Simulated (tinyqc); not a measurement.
Gap and screening length from two transmissions.

Inverse problem. At the source junction of a tunnel FET, T(w) = exp(-S), S = 2 pi lam sqrt(m/(C Eg)) [w + Eg/2 - sqrt(w (w + Eg))], C = hbar^2/(2 m0). Find Eg (between 0.1 and 3 eV) and lam.

Inputs (values chosen for the exercise):
- m = 0.026 m0 (band-edge mass of the two-band model)

Constants: q = 1.602176634e-19 C, hbar = 1.054571817e-34 J s, m0 = 9.1093837015e-31 kg, hbar^2/(2 m0) = 0.0380998212 eV nm^2. Results are converted to the units shown.

T(w) at w = 0.09 and 0.5 eV: [0.032826585, 0.30279855]

Solution. The ratio of the two exponents depends on Eg alone and falls steadily with it, which fixes Eg; either exponent then gives lam.

ratio of the two S = 2.860
Eg = 0.3500 eV
lam = 5.900 nm

Numbers from tinyqc (`OMP_NUM_THREADS=1 python tinyqc.py 2620160 2620161 out.jsonl`; about 0.01 s on one thread of a shared Intel Xeon 2.30GHz).
